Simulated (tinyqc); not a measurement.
UHF in the sto-6g basis, for H4, spin multiplicity 3, step by step. This run ends on a higher stationary point, not on the lowest solution. Computed by tinyqc, a small Python program that keeps every step (integrals from PySCF). Settings: charge = 0, multiplicity = 3, basis = sto-6g, energy threshold = 1e-10, iteration cap = 58, orthogonalisation = canonical, start = Wolfsberg-Helmholz matrix, DIIS depth = 3, method = UHF. Command: `OMP_NUM_THREADS=1 python tinyqc.py 23839 23840 out.jsonl` (the two numbers bound the seeds that draw the settings). One thread of a shared host (Intel(R) Xeon(R) Processor @ 2.60GHz), about 0.1 s of CPU time with the checks. Later iterations appear only in the table of the cycle.

## One-electron integrals

Geometry (angstrom):
```
atom       x       y       z
H     0.0000  0.0000  0.0000
H     0.0000  0.0000  0.8340
H     0.0000  0.0000  2.2390
H     0.0000  0.0000  3.0730
```

Basis sto-6g: exponents (1/bohr^2) and contraction coefficients of normalised primitives:
```
element  l (shell)  exponent  coefficient
H            s (1)   35.5232       0.0092
H            s (1)    6.5131       0.0494
H            s (1)    1.8221       0.1685
H            s (1)    0.6260       0.3706
H            s (1)    0.2431       0.4165
H            s (1)    0.1001       0.1303
```

Overlap, kinetic and nuclear-attraction integrals over the contracted functions; the nuclear repulsion is the sum of Za Zb / Rab.

nuclear repulsion = 2.290542 hartree

overlap S:
```
        1H 1s   2H 1s   3H 1s   4H 1s
1H 1s  1.0000  0.5989  0.0812  0.0190
2H 1s  0.5989  1.0000  0.2938  0.0812
3H 1s  0.0812  0.2938  1.0000  0.5989
4H 1s  0.0190  0.0812  0.5989  1.0000
```

kinetic energy T (hartree):
```
         1H 1s    2H 1s    3H 1s    4H 1s
1H 1s   0.7685   0.1831  -0.0119  -0.0052
2H 1s   0.1831   0.7685   0.0194  -0.0119
3H 1s  -0.0119   0.0194   0.7685   0.1831
4H 1s  -0.0052  -0.0119   0.1831   0.7685
```

nuclear attraction V (hartree):
```
         1H 1s    2H 1s    3H 1s    4H 1s
1H 1s  -2.2450  -1.3333  -0.1590  -0.0356
2H 1s  -1.3333  -2.4472  -0.6049  -0.1590
3H 1s  -0.1590  -0.6049  -2.4472  -1.3333
4H 1s  -0.0356  -0.1590  -1.3333  -2.2450
```

core Hamiltonian H = T + V (hartree):
```
         1H 1s    2H 1s    3H 1s    4H 1s
1H 1s  -1.4764  -1.1502  -0.1709  -0.0408
2H 1s  -1.1502  -1.6786  -0.5855  -0.1709
3H 1s  -0.1709  -0.5855  -1.6786  -1.1502
4H 1s  -0.0408  -0.1709  -1.1502  -1.4764
```

## Two-electron integrals

Functions are numbered as in S; the eight-fold symmetry (ij|kl) = (ji|kl) = (kl|ij) leaves the list below.

Two-electron integrals (ij|kl) in chemists' order, unique and non-zero (hartree):
```
(11|11) 0.7750     (21|11) 0.3923     (21|21) 0.2393     (22|11) 0.5352
(22|21) 0.3923     (22|22) 0.7750     (31|11) 0.0355     (31|21) 0.0241
(31|22) 0.0453     (31|31) 0.0032     (32|11) 0.1014     (32|21) 0.0767
(32|22) 0.1619     (32|31) 0.0121     (32|32) 0.0501     (33|11) 0.2360
(33|21) 0.1741     (33|22) 0.3664     (33|31) 0.0355     (33|32) 0.1619
(33|33) 0.7750     (41|11) 0.0068     (41|21) 0.0047     (41|22) 0.0089
(41|31) 0.0007     (41|32) 0.0026     (41|33) 0.0089     (41|41) 1.51e-04
(42|11) 0.0231     (42|21) 0.0171     (42|22) 0.0355     (42|31) 0.0029
(42|32) 0.0121     (42|33) 0.0453     (42|41) 0.0007     (42|42) 0.0032
(43|11) 0.1199     (43|21) 0.0857     (43|22) 0.1741     (43|31) 0.0171
(43|32) 0.0767     (43|33) 0.3923     (43|41) 0.0047     (43|42) 0.0241
(43|43) 0.2393     (44|11) 0.1722     (44|21) 0.1199     (44|22) 0.2360
(44|31) 0.0231     (44|32) 0.1014     (44|33) 0.5352     (44|41) 0.0068
(44|42) 0.0355     (44|43) 0.3923     (44|44) 0.7750
```

## Orthogonalisation

S = U s U^T; canonical form X = U s^(-1/2), so that X^T S X = 1. Each column of U has its largest component positive (the first on a tie).

eigenvalues of S: 0.3080  0.4626  1.3792  1.8502

X:
```
             1        2        3       4
1H 1s  -0.7769   0.8046   0.4773  0.3292
2H 1s   1.0100  -0.6583   0.3671  0.4023
3H 1s  -1.0100  -0.6583  -0.3671  0.4023
4H 1s   0.7769   0.8046  -0.4773  0.3292
```

## Starting guess

The start is the generalised Wolfsberg-Helmholz matrix (K = 1.75) built on H; D(s) = C_occ C_occ^T for each spin.

D(alpha) at the start:
```
         1H 1s    2H 1s    3H 1s    4H 1s
1H 1s   0.9570  -0.2162  -0.5784   0.5546
2H 1s  -0.2162   0.7583   0.4322  -0.5784
3H 1s  -0.5784   0.4322   0.7583  -0.2162
4H 1s   0.5546  -0.5784  -0.2162   0.9570
```

D(beta) at the start:
```
        1H 1s   2H 1s   3H 1s   4H 1s
1H 1s  0.0742  0.1218  0.1218  0.0742
2H 1s  0.1218  0.1999  0.1999  0.1218
3H 1s  0.1218  0.1999  0.1999  0.1218
4H 1s  0.0742  0.1218  0.1218  0.0742
```

## Iteration 1: building the Fock matrix

J_ij = sum D_kl (ij|kl) with D = D(alpha) + D(beta), K_ij = sum D_kl (ik|jl) for each spin; F = H + J - K(s); E = tr D H + tr D J / 2 - 0.5 sum_s tr D(s) K(s) + E_nn.

Coulomb J (hartree):
```
        1H 1s   2H 1s   3H 1s   4H 1s
1H 1s  1.7025  1.0750  0.1405  0.0317
2H 1s  1.0750  1.9243  0.5350  0.1405
3H 1s  0.1405  0.5350  1.9243  1.0750
4H 1s  0.0317  0.1405  1.0750  1.7025
```

exchange K(alpha) (hartree):
```
        1H 1s   2H 1s   3H 1s   4H 1s
1H 1s  0.7377  0.4946  0.0486  0.0214
2H 1s  0.4946  0.7120  0.2526  0.0486
3H 1s  0.0486  0.2526  0.7120  0.4946
4H 1s  0.0214  0.0486  0.4946  0.7377
```

exchange K(beta) (hartree):
```
        1H 1s   2H 1s   3H 1s   4H 1s
1H 1s  0.2222  0.2500  0.1299  0.0745
2H 1s  0.2500  0.3761  0.2332  0.1299
3H 1s  0.1299  0.2332  0.3761  0.2500
4H 1s  0.0745  0.1299  0.2500  0.2222
```

F(alpha) (hartree):
```
         1H 1s    2H 1s    3H 1s    4H 1s
1H 1s  -0.5116  -0.5698  -0.0791  -0.0305
2H 1s  -0.5698  -0.4662  -0.3031  -0.0791
3H 1s  -0.0791  -0.3031  -0.4662  -0.5698
4H 1s  -0.0305  -0.0791  -0.5698  -0.5116
```

F(beta) (hartree):
```
         1H 1s    2H 1s    3H 1s    4H 1s
1H 1s   0.0039  -0.3252  -0.1604  -0.0836
2H 1s  -0.3252  -0.1304  -0.2837  -0.1604
3H 1s  -0.1604  -0.2837  -0.1304  -0.3252
4H 1s  -0.0836  -0.1604  -0.3252   0.0039
```

total energy of this density = -1.723433 hartree

## Iteration 1: diagonalisation and new density

Diagonalise F' = X^T F X, C = X C', fill 3 alpha and 1 beta electrons from the bottom; D(s) = C_occ C_occ^T. Each column has its largest component positive (the first on a tie).

F' = X^T F X (alpha) (hartree):
```
        1        2        3        4
1  0.6268   0.0000   0.0426   0.0000
2  0.0000   0.0061   0.0000  -0.0186
3  0.0426   0.0000  -0.6071   0.0000
4  0.0000  -0.0186   0.0000  -0.7104
```

orbital energies (alpha) (hartree): MO1 -0.7108, MO2 -0.6085, MO3 0.0065, MO4 0.6282

coefficients C (alpha):
```
          MO1      MO2      MO3      MO4
1H 1s  0.3499   0.5037   0.7959  -0.7599
2H 1s  0.3852   0.3321  -0.6685   1.0220
3H 1s  0.3852  -0.3321  -0.6685  -1.0220
4H 1s  0.3499  -0.5037   0.7959   0.7599
```

F' = X^T F X (beta) (hartree):
```
         1       2        3        4
1   0.9355  0.0000  -0.0160   0.0000
2   0.0000  0.5668   0.0000   0.0732
3  -0.0160  0.0000  -0.0343   0.0000
4   0.0000  0.0732   0.0000  -0.4085
```

orbital energies (beta) (hartree): MO1 -0.4140, MO2 -0.0346, MO3 0.5722, MO4 0.9358

coefficients C (beta):
```
          MO1      MO2      MO3      MO4
1H 1s  0.2684   0.4644   0.8269  -0.7846
2H 1s  0.4502   0.3837  -0.6265   1.0038
3H 1s  0.4502  -0.3837  -0.6265  -1.0038
4H 1s  0.2684  -0.4644   0.8269   0.7846
```

D(alpha) after iteration 1:
```
         1H 1s    2H 1s    3H 1s    4H 1s
1H 1s   1.0096  -0.2300  -0.5645   0.5021
2H 1s  -0.2300   0.7055   0.4850  -0.5645
3H 1s  -0.5645   0.4850   0.7055  -0.2300
4H 1s   0.5021  -0.5645  -0.2300   1.0096
```

D(beta) after iteration 1:
```
        1H 1s   2H 1s   3H 1s   4H 1s
1H 1s  0.0720  0.1208  0.1208  0.0720
2H 1s  0.1208  0.2027  0.2027  0.1208
3H 1s  0.1208  0.2027  0.2027  0.1208
4H 1s  0.0720  0.1208  0.1208  0.0720
```

## Iteration 2: building the Fock matrix

As before.

Coulomb J (hartree):
```
        1H 1s   2H 1s   3H 1s   4H 1s
1H 1s  1.7085  1.0719  0.1396  0.0315
2H 1s  1.0719  1.9084  0.5304  0.1396
3H 1s  0.1396  0.5304  1.9084  1.0719
4H 1s  0.0315  0.1396  1.0719  1.7085
```

exchange K(alpha) (hartree):
```
        1H 1s   2H 1s   3H 1s   4H 1s
1H 1s  0.7578  0.4903  0.0507  0.0185
2H 1s  0.4903  0.6884  0.2572  0.0507
3H 1s  0.0507  0.2572  0.6884  0.4903
4H 1s  0.0185  0.0507  0.4903  0.7578
```

exchange K(beta) (hartree):
```
        1H 1s   2H 1s   3H 1s   4H 1s
1H 1s  0.2204  0.2496  0.1299  0.0741
2H 1s  0.2496  0.3776  0.2344  0.1299
3H 1s  0.1299  0.2344  0.3776  0.2496
4H 1s  0.0741  0.1299  0.2496  0.2204
```

F(alpha) (hartree):
```
         1H 1s    2H 1s    3H 1s    4H 1s
1H 1s  -0.5257  -0.5685  -0.0821  -0.0278
2H 1s  -0.5685  -0.4586  -0.3123  -0.0821
3H 1s  -0.0821  -0.3123  -0.4586  -0.5685
4H 1s  -0.0278  -0.0821  -0.5685  -0.5257
```

F(beta) (hartree):
```
         1H 1s    2H 1s    3H 1s    4H 1s
1H 1s   0.0117  -0.3279  -0.1613  -0.0834
2H 1s  -0.3279  -0.1478  -0.2895  -0.1613
3H 1s  -0.1613  -0.2895  -0.1478  -0.3279
4H 1s  -0.0834  -0.1613  -0.3279   0.0117
```

total energy of this density = -1.731655 hartree

## Iteration 2: DIIS over 2 matrices

error matrix X^T (FDS - SDF) X (alpha):
```
         1       2       3       4
1   0.0000  0.0000  0.0265  0.0000
2   0.0000  0.0000  0.0000  0.0000
3  -0.0265  0.0000  0.0000  0.0000
4   0.0000  0.0000  0.0000  0.0000
```

B (overlaps of the stored error matrices):
```
               1              2
1  1.5389611e-02  4.7923057e-03
2  4.7923057e-03  1.8679940e-03
```

Minimise |sum c_i e_i|^2 with sum c_i = 1: solve [B -1; -1 0][c; lambda] = [0; -1] with B_ij = tr e_i^T e_j summed over both spins, and take F = sum c_i F_i.

DIIS coefficients: -0.3811  1.3811

extrapolated F(alpha) (hartree):
```
         1H 1s    2H 1s    3H 1s    4H 1s
1H 1s  -0.5310  -0.5680  -0.0832  -0.0267
2H 1s  -0.5680  -0.4557  -0.3158  -0.0832
3H 1s  -0.0832  -0.3158  -0.4557  -0.5680
4H 1s  -0.0267  -0.0832  -0.5680  -0.5310
```

extrapolated F(beta) (hartree):
```
         1H 1s    2H 1s    3H 1s    4H 1s
1H 1s   0.0147  -0.3289  -0.1616  -0.0833
2H 1s  -0.3289  -0.1545  -0.2917  -0.1616
3H 1s  -0.1616  -0.2917  -0.1545  -0.3289
4H 1s  -0.0833  -0.1616  -0.3289   0.0147
```

## Iteration 2: diagonalisation and new density

As before.

F' = X^T F X (alpha) (hartree):
```
        1        2        3        4
1  0.6276   0.0000   0.0793   0.0000
2  0.0000  -0.0110   0.0000  -0.0262
3  0.0793   0.0000  -0.6072   0.0000
4  0.0000  -0.0262   0.0000  -0.7156
```

orbital energies (alpha) (hartree): MO1 -0.7166, MO2 -0.6123, MO3 -0.0100, MO4 0.6327

coefficients C (alpha):
```
          MO1      MO2      MO3      MO4
1H 1s  0.3588   0.5259   0.7919  -0.7448
2H 1s  0.3776   0.3019  -0.6728   1.0313
3H 1s  0.3776  -0.3019  -0.6728  -1.0313
4H 1s  0.3588  -0.5259   0.7919   0.7448
```

F' = X^T F X (beta) (hartree):
```
         1       2        3        4
1   0.9230  0.0000  -0.0368   0.0000
2   0.0000  0.5637   0.0000   0.0950
3  -0.0368  0.0000  -0.0356   0.0000
4   0.0000  0.0950   0.0000  -0.4192
```

orbital energies (beta) (hartree): MO1 -0.4283, MO2 -0.0370, MO3 0.5728, MO4 0.9244

coefficients C (beta):
```
          MO1      MO2      MO3      MO4
1H 1s  0.2510   0.4472   0.8324  -0.7946
2H 1s  0.4633   0.4055  -0.6170   0.9952
3H 1s  0.4633  -0.4055  -0.6170  -0.9952
4H 1s  0.2510  -0.4472   0.8324   0.7946
```

D(alpha) after iteration 2:
```
         1H 1s    2H 1s    3H 1s    4H 1s
1H 1s   1.0324  -0.2385  -0.5560   0.4792
2H 1s  -0.2385   0.6864   0.5041  -0.5560
3H 1s  -0.5560   0.5041   0.6864  -0.2385
4H 1s   0.4792  -0.5560  -0.2385   1.0324
```

D(beta) after iteration 2:
```
        1H 1s   2H 1s   3H 1s   4H 1s
1H 1s  0.0630  0.1163  0.1163  0.0630
2H 1s  0.1163  0.2146  0.2146  0.1163
3H 1s  0.1163  0.2146  0.2146  0.1163
4H 1s  0.0630  0.1163  0.1163  0.0630
```

## Iteration 3: building the Fock matrix

As before.

Coulomb J (hartree):
```
        1H 1s   2H 1s   3H 1s   4H 1s
1H 1s  1.7089  1.0711  0.1395  0.0315
2H 1s  1.0711  1.9061  0.5299  0.1395
3H 1s  0.1395  0.5299  1.9061  1.0711
4H 1s  0.0315  0.1395  1.0711  1.7089
```

exchange K(alpha) (hartree):
```
        1H 1s   2H 1s   3H 1s   4H 1s
1H 1s  0.7654  0.4878  0.0518  0.0175
2H 1s  0.4878  0.6785  0.2591  0.0518
3H 1s  0.0518  0.2591  0.6785  0.4878
4H 1s  0.0175  0.0518  0.4878  0.7654
```

exchange K(beta) (hartree):
```
        1H 1s   2H 1s   3H 1s   4H 1s
1H 1s  0.2128  0.2478  0.1299  0.0725
2H 1s  0.2478  0.3841  0.2391  0.1299
3H 1s  0.1299  0.2391  0.3841  0.2478
4H 1s  0.0725  0.1299  0.2478  0.2128
```

F(alpha) (hartree):
```
         1H 1s    2H 1s    3H 1s    4H 1s
1H 1s  -0.5329  -0.5669  -0.0833  -0.0268
2H 1s  -0.5669  -0.4511  -0.3147  -0.0833
3H 1s  -0.0833  -0.3147  -0.4511  -0.5669
4H 1s  -0.0268  -0.0833  -0.5669  -0.5329
```

F(beta) (hartree):
```
         1H 1s    2H 1s    3H 1s    4H 1s
1H 1s   0.0197  -0.3268  -0.1613  -0.0818
2H 1s  -0.3268  -0.1567  -0.2947  -0.1613
3H 1s  -0.1613  -0.2947  -0.1567  -0.3268
4H 1s  -0.0818  -0.1613  -0.3268   0.0197
```

total energy of this density = -1.733027 hartree

## Iteration 3: DIIS over 3 matrices

error matrix X^T (FDS - SDF) X (alpha):
```
         1       2       3       4
1   0.0000  0.0000  0.0044  0.0000
2   0.0000  0.0000  0.0000  0.0000
3  -0.0044  0.0000  0.0000  0.0000
4   0.0000  0.0000  0.0000  0.0000
```

B (overlaps of the stored error matrices):
```
               1              2              3
1  1.5389611e-02  4.7923057e-03  8.3069169e-04
2  4.7923057e-03  1.8679940e-03  4.3710075e-04
3  8.3069169e-04  4.3710075e-04  1.2957988e-04
```

As before.

DIIS coefficients: 0.1517  -0.7673  1.6156

extrapolated F(alpha) (hartree):
```
         1H 1s    2H 1s    3H 1s    4H 1s
1H 1s  -0.5352  -0.5660  -0.0835  -0.0266
2H 1s  -0.5660  -0.4477  -0.3148  -0.0835
3H 1s  -0.0835  -0.3148  -0.4477  -0.5660
4H 1s  -0.0266  -0.0835  -0.5660  -0.5352
```

extrapolated F(beta) (hartree):
```
         1H 1s    2H 1s    3H 1s    4H 1s
1H 1s   0.0234  -0.3258  -0.1612  -0.0809
2H 1s  -0.3258  -0.1595  -0.2970  -0.1612
3H 1s  -0.1612  -0.2970  -0.1595  -0.3258
4H 1s  -0.0809  -0.1612  -0.3258   0.0234
```

## Iteration 3: diagonalisation and new density

As before.

F' = X^T F X (alpha) (hartree):
```
        1        2        3        4
1  0.6292   0.0000   0.0887   0.0000
2  0.0000  -0.0121   0.0000  -0.0328
3  0.0887   0.0000  -0.6056   0.0000
4  0.0000  -0.0328   0.0000  -0.7127
```

orbital energies (alpha) (hartree): MO1 -0.7143, MO2 -0.6120, MO3 -0.0106, MO4 0.6356

coefficients C (alpha):
```
          MO1      MO2      MO3      MO4
1H 1s  0.3664   0.5314   0.7884  -0.7409
2H 1s  0.3712   0.2942  -0.6764   1.0336
3H 1s  0.3712  -0.2942  -0.6764  -1.0336
4H 1s  0.3664  -0.5314   0.7884   0.7409
```

F' = X^T F X (beta) (hartree):
```
         1       2        3        4
1   0.9232  0.0000  -0.0402   0.0000
2   0.0000  0.5618   0.0000   0.1071
3  -0.0402  0.0000  -0.0308   0.0000
4   0.0000  0.1071   0.0000  -0.4182
```

orbital energies (beta) (hartree): MO1 -0.4298, MO2 -0.0325, MO3 0.5733, MO4 0.9249

coefficients C (beta):
```
          MO1      MO2      MO3      MO4
1H 1s  0.2409   0.4442   0.8353  -0.7962
2H 1s  0.4707   0.4092  -0.6113   0.9937
3H 1s  0.4707  -0.4092  -0.6113  -0.9937
4H 1s  0.2409  -0.4442   0.8353   0.7962
```

D(alpha) after iteration 3:
```
         1H 1s    2H 1s    3H 1s    4H 1s
1H 1s   1.0382  -0.2409  -0.5536   0.4734
2H 1s  -0.2409   0.6818   0.5087  -0.5536
3H 1s  -0.5536   0.5087   0.6818  -0.2409
4H 1s   0.4734  -0.5536  -0.2409   1.0382
```

D(beta) after iteration 3:
```
        1H 1s   2H 1s   3H 1s   4H 1s
1H 1s  0.0580  0.1134  0.1134  0.0580
2H 1s  0.1134  0.2216  0.2216  0.1134
3H 1s  0.1134  0.2216  0.2216  0.1134
4H 1s  0.0580  0.1134  0.1134  0.0580
```

## Iteration 6 (converged): orbitals

converged F(alpha) (hartree):
```
         1H 1s    2H 1s    3H 1s    4H 1s
1H 1s  -0.5354  -0.5662  -0.0835  -0.0266
2H 1s  -0.5662  -0.4478  -0.3148  -0.0835
3H 1s  -0.0835  -0.3148  -0.4478  -0.5662
4H 1s  -0.0266  -0.0835  -0.5662  -0.5354
```

converged F(beta) (hartree):
```
         1H 1s    2H 1s    3H 1s    4H 1s
1H 1s   0.0235  -0.3257  -0.1611  -0.0809
2H 1s  -0.3257  -0.1595  -0.2970  -0.1611
3H 1s  -0.1611  -0.2970  -0.1595  -0.3257
4H 1s  -0.0809  -0.1611  -0.3257   0.0235
```

As before.

F' = X^T F X (alpha) (hartree):
```
        1        2        3        4
1  0.6295   0.0000   0.0886   0.0000
2  0.0000  -0.0120   0.0000  -0.0328
3  0.0886   0.0000  -0.6059   0.0000
4  0.0000  -0.0328   0.0000  -0.7129
```

orbital energies (alpha) (hartree): MO1 -0.7144, MO2 -0.6123, MO3 -0.0105, MO4 0.6359

coefficients C (alpha):
```
          MO1      MO2      MO3      MO4
1H 1s  0.3664   0.5314   0.7884  -0.7409
2H 1s  0.3712   0.2943  -0.6764   1.0335
3H 1s  0.3712  -0.2943  -0.6764  -1.0335
4H 1s  0.3664  -0.5314   0.7884   0.7409
```

F' = X^T F X (beta) (hartree):
```
         1       2        3        4
1   0.9231  0.0000  -0.0402   0.0000
2   0.0000  0.5616   0.0000   0.1072
3  -0.0402  0.0000  -0.0308   0.0000
4   0.0000  0.1072   0.0000  -0.4181
```

orbital energies (beta) (hartree): MO1 -0.4297, MO2 -0.0325, MO3 0.5732, MO4 0.9248

coefficients C (beta):
```
          MO1      MO2      MO3      MO4
1H 1s  0.2408   0.4442   0.8354  -0.7962
2H 1s  0.4708   0.4092  -0.6113   0.9936
3H 1s  0.4708  -0.4092  -0.6113  -0.9936
4H 1s  0.2408  -0.4442   0.8354   0.7962
```

D(alpha) after iteration 6:
```
         1H 1s    2H 1s    3H 1s    4H 1s
1H 1s   1.0381  -0.2409  -0.5536   0.4735
2H 1s  -0.2409   0.6818   0.5087  -0.5536
3H 1s  -0.5536   0.5087   0.6818  -0.2409
4H 1s   0.4735  -0.5536  -0.2409   1.0381
```

D(beta) after iteration 6:
```
        1H 1s   2H 1s   3H 1s   4H 1s
1H 1s  0.0580  0.1134  0.1134  0.0580
2H 1s  0.1134  0.2216  0.2216  0.1134
3H 1s  0.1134  0.2216  0.2216  0.1134
4H 1s  0.0580  0.1134  0.1134  0.0580
```

## Convergence

Stop when the energy changes by less than 1e-10 hartree and every element of the error matrix X^T (F D S - S D F) X (for each spin) is below 3e-06.

Course of the cycle:
```
iteration  E (hartree)     change  largest element of the error matrix
1            -1.723433          -                             8.76e-02
2            -1.731655  -8.22e-03                             2.65e-02
3            -1.733027  -1.37e-03                             6.76e-03
4            -1.733142  -1.15e-04                             5.23e-05
5            -1.733142  -5.44e-09                             7.68e-07
6            -1.733142  -1.49e-12                             2.14e-09
```

PySCF UHF in the same basis, after a stability check = -1.765277 hartree

Converged in 6 iterations. But the solution lies 0.03214 hartree above the reference: it is another stationary point, not the lowest one. Reruns (cap 100 unless said): DIIS 8: converged in 10 to a higher stationary point; damping 0.5: converged in 33 to a higher stationary point; level shift 0.5: converged in 23 to a higher stationary point; atomic densities as start, DIIS 8: converged in 7 to a higher stationary point.

## Populations, bond orders and dipole

Mulliken: Z minus the diagonal of D S on the atom; Loewdin: the same with S^(1/2) D S^(1/2); Mayer order: 2 sum_s sum (D(s) S)_ij (D(s) S)_ji over the two atoms.

Charges (e):
```
atom  Mulliken  Loewdin  Mulliken spin
1H      0.0059   0.0029         0.7217
2H     -0.0059  -0.0029         0.2783
3H     -0.0059  -0.0029         0.2783
4H      0.0059   0.0029         0.7217
```

Mayer bond orders:
```
pair   order
2-1   0.2008
3-1   0.2008
3-2   0.5209
4-1   0.0775
4-2   0.2008
4-3   0.2008
```

dipole moment about the origin, x y z (debye): 0.0000  0.0000  0.0000

<S^2> of the determinant (pure state: 2) = 2.0000
